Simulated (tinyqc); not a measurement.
Orbital energy against energy difference: ionisation energy by orbital energies and by energy differences in the cc-pvdz basis, for H6, spin multiplicity 1. Computed by the program tinyqc with PySCF. The cation is unrestricted; errors are against CCSD(T) in this basis, not against experiment.

Geometry (angstrom):
```
atom       x       y       z
H     0.0000  0.0000  0.0000
H     0.0000  0.0000  0.7090
H     0.0000  0.0000  1.6510
H     0.0000  0.0000  2.3600
H     0.0000  0.0000  3.3020
H     0.0000  0.0000  4.0110
```

CCSD(T) difference in the same basis = 11.5804 eV

IP-EOM-CCSD = 11.6270 eV

First vertical ionisation energy (eV):
```
method     -e(HOMO)  E(cation) - E  error of -e(HOMO)  error of the difference
HF           11.841       10.91638              0.260                   -0.664
LDA           6.932       11.01651             -4.648                   -0.564
PBE           7.039       11.11907             -4.541                   -0.461
B3LYP         8.238       11.40444             -3.343                   -0.176
PBE0          8.385       11.31389             -3.196                   -0.266
CAM-B3LYP     9.773       11.42713             -1.807                   -0.153
LC-wPBE      11.076       11.48963             -0.505                   -0.091
```

What does the comparison show, and why?

Koopmans errs by +0.26 eV and Delta-HF by -0.66 eV: relaxation, 0.92 eV, lowers the value and the missing correlation difference works against it. The PBE level is off by -4.5 eV through the wrong tail of its potential, though its energy difference is off by -0.46 eV; exact exchange deepens the level, and among the orbital energies HF comes closest; among the differences LC-wPBE does.
